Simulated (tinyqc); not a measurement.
# Surface Green function of a square-lattice strip three rows wide, Sancho-Rubio decimation, step by step

Computed by the program tinyqc: `OMP_NUM_THREADS=1 python tinyqc.py 2680023 2680024 out.jsonl`, one thread of a shared Intel Xeon 2.30GHz, about 0.08 s for the whole run. Printed values are rounded.

A semi-infinite lead of cells 0, 1, 2, ... with H0 inside a cell and H1 = <cell i|H|cell i + 1>. A cell is one column of three sites. z = E + i eta.

Parameters, values chosen for the exercise: hopping along the strip t = 2.7 eV; hopping across the strip ty = 2.65 eV; site energies of the three rows u = [-0.57, 0.22, -1.28] eV; energy E = -0.22 eV; broadening eta = 0.02 eV.

## The blocks

Read off from the list of hoppings.

H0 (eV):

|  | 1 | 2 | 3 |
|---|---|---|---|
| 1 | -0.57 | -2.65 | 0 |
| 2 | -2.65 | 0.22 | -2.65 |
| 3 | 0 | -2.65 | -1.28 |

H1 (eV):

|  | 1 | 2 | 3 |
|---|---|---|---|
| 1 | -2.7 | 0 | 0 |
| 2 | 0 | -2.7 | 0 |
| 3 | 0 | 0 | -2.7 |

## Round 1: decimation

Start with e_s = e = H0, a = H1, b = H1^dagger. Each round: g = (z - e)^(-1); e_s <- e_s + a g b; e <- e + a g b + b g a; a <- a g a; b <- b g b (all with the old a, b). Round k joins cells 2^k apart.

g (1/eV):

|  | 1 | 2 | 3 |
|---|---|---|---|
| 1 | 0.743433-0.022348i | 0.279001-0.002659i | -0.697128+0.019801i |
| 2 | 0.279001-0.002659i | -0.036869-0.001754i | 0.092223+0.002646i |
| 3 | -0.697128+0.019801i | 0.092223+0.002646i | 0.712460-0.020058i |

e_s after round 1 (eV):

|  | 1 | 2 | 3 |
|---|---|---|---|
| 1 | 4.84962-0.16292i | -0.61609-0.01939i | -5.08206+0.14435i |
| 2 | -0.61609-0.01939i | -0.04878-0.01279i | -1.97769+0.01929i |
| 3 | -5.08206+0.14435i | -1.97769+0.01929i | 3.91384-0.14622i |

e after round 1 (eV):

|  | 1 | 2 | 3 |
|---|---|---|---|
| 1 | 10.2692-0.3258i | 1.4178-0.0388i | -10.1641+0.2887i |
| 2 | 1.4178-0.0388i | -0.3176-0.0256i | -1.3054+0.0386i |
| 3 | -10.1641+0.2887i | -1.3054+0.0386i | 9.1077-0.2924i |

a after round 1 (eV):

|  | 1 | 2 | 3 |
|---|---|---|---|
| 1 | 5.41962-0.16292i | 2.03391-0.01939i | -5.08206+0.14435i |
| 2 | 2.03391-0.01939i | -0.26878-0.01279i | 0.67231+0.01929i |
| 3 | -5.08206+0.14435i | 0.67231+0.01929i | 5.19384-0.14622i |

b after round 1 (eV):

|  | 1 | 2 | 3 |
|---|---|---|---|
| 1 | 5.41962-0.16292i | 2.03391-0.01939i | -5.08206+0.14435i |
| 2 | 2.03391-0.01939i | -0.26878-0.01279i | 0.67231+0.01929i |
| 3 | -5.08206+0.14435i | 0.67231+0.01929i | 5.19384-0.14622i |

## Round 2: decimation

As before.

g (1/eV):

|  | 1 | 2 | 3 |
|---|---|---|---|
| 1 | 1.66921-0.24928i | -0.03304-0.01476i | 1.81535-0.26442i |
| 2 | -0.03304-0.01476i | 3.49441-0.50930i | 0.45334-0.08561i |
| 3 | 1.81535-0.26442i | 0.45334-0.08561i | 1.93566-0.29334i |

e_s after round 2 (eV):

|  | 1 | 2 | 3 |
|---|---|---|---|
| 1 | 8.2241-0.9901i | -1.7535-0.0635i | 4.0759-0.8916i |
| 2 | -1.7535-0.0635i | 12.8227-1.8628i | -0.6614-0.3024i |
| 3 | 4.0759-0.8916i | -0.6614-0.3024i | 8.3724-1.1423i |

e after round 2 (eV):

|  | 1 | 2 | 3 |
|---|---|---|---|
| 1 | 17.0182-1.9802i | -0.8569-0.1270i | 8.1518-1.7833i |
| 2 | -0.8569-0.1270i | 25.4255-3.7256i | 1.3271-0.6048i |
| 3 | 8.1518-1.7833i | 1.3271-0.6048i | 18.0248-2.2847i |

a after round 2 (eV):

|  | 1 | 2 | 3 |
|---|---|---|---|
| 1 | 3.3745-0.8272i | -1.1374-0.0441i | 9.1580-1.0360i |
| 2 | -1.1374-0.0441i | 12.8715-1.8500i | 1.3163-0.3217i |
| 3 | 9.1580-1.0360i | 1.3163-0.3217i | 4.4586-0.9961i |

b after round 2 (eV):

|  | 1 | 2 | 3 |
|---|---|---|---|
| 1 | 3.3745-0.8272i | -1.1374-0.0441i | 9.1580-1.0360i |
| 2 | -1.1374-0.0441i | 12.8715-1.8500i | 1.3163-0.3217i |
| 3 | 9.1580-1.0360i | 1.3163-0.3217i | 4.4586-0.9961i |

## Course of the decimation

Stop when the largest entry of a and b is below 1e-12 eV, or after 60 rounds. The last column is -Im Tr (z - e_s)^(-1)/pi. At the end g_s = (z - e_s)^(-1), and the bulk Green function is (z - e)^(-1).

Course of the iteration:

| round | largest \|a\|, \|b\| (eV) | surface density of states (1/eV) |
|---|---|---|
| 1 | 5.42 | 0.00664317 |
| 2 | 13.0 | 0.0108582 |
| 3 | 6.62 | 0.0452235 |
| 4 | 3.46 | 0.172826 |
| 5 | 2.59 | 0.191435 |
| 6 | 2.60 | 0.365655 |
| 7 | 2.32 | 0.297833 |
| 8 | 1.10 | 0.301880 |
| 9 | 0.460 | 0.276915 |
| 10 | 0.0614 | 0.282456 |
| 11 | 1.34e-3 | 0.282549 |
| 12 | 6.37e-7 | 0.282549 |
| 13 | < 1e-12 | 0.282549 |

Converged in 13 rounds, which stand for 2^13 cells. E lies inside a band (3 open mode(s)), where only eta damps the waves, over about v/eta cells with v the group velocity in eV a cell.

## Self-energy, Dyson check and densities of states

converged surface Green function g_s (1/eV):

|  | 1 | 2 | 3 |
|---|---|---|---|
| 1 | 0.023894-0.316106i | 0.180811-0.000716i | -0.000060+0.052657i |
| 2 | 0.180811-0.000716i | -0.030068-0.263235i | 0.180795+0.013392i |
| 3 | -0.000060+0.052657i | 0.180795+0.013392i | 0.072329-0.308312i |

converged bulk Green function (1/eV):

|  | 1 | 2 | 3 |
|---|---|---|---|
| 1 | 0.000112-0.222310i | 0.000938-0.001314i | 0.000152-0.037854i |
| 2 | 0.000938-0.001314i | -0.000015-0.259773i | 0.000979-0.011456i |
| 3 | 0.000152-0.037854i | 0.000979-0.011456i | 0.000387-0.228403i |

Sigma = H1 g_s H1^dagger is what the lead adds to one more cell, and (z - H0 - Sigma)^(-1) must give g_s back. Densities of states: -Im of the diagonals over pi.

Sigma (eV):

|  | 1 | 2 | 3 |
|---|---|---|---|
| 1 | 0.17419-2.30441i | 1.31811-0.00522i | -0.00044+0.38387i |
| 2 | 1.31811-0.00522i | -0.21920-1.91899i | 1.31799+0.09763i |
| 3 | -0.00044+0.38387i | 1.31799+0.09763i | 0.52728-2.24760i |

(z - H0 - Sigma)^(-1) (1/eV):

|  | 1 | 2 | 3 |
|---|---|---|---|
| 1 | 0.023894-0.316106i | 0.180811-0.000716i | -0.000060+0.052657i |
| 2 | 0.180811-0.000716i | -0.030068-0.263235i | 0.180795+0.013392i |
| 3 | -0.000060+0.052657i | 0.180795+0.013392i | 0.072329-0.308312i |

| orbital | surface density of states (1/eV) | bulk density of states (1/eV) |
|---|---|---|
| 1 | 0.100620 | 0.0707635 |
| 2 | 0.083790 | 0.0826883 |
| 3 | 0.098139 | 0.0727029 |

The surface cell holds 0.283 states per eV against 0.226 for a bulk cell.
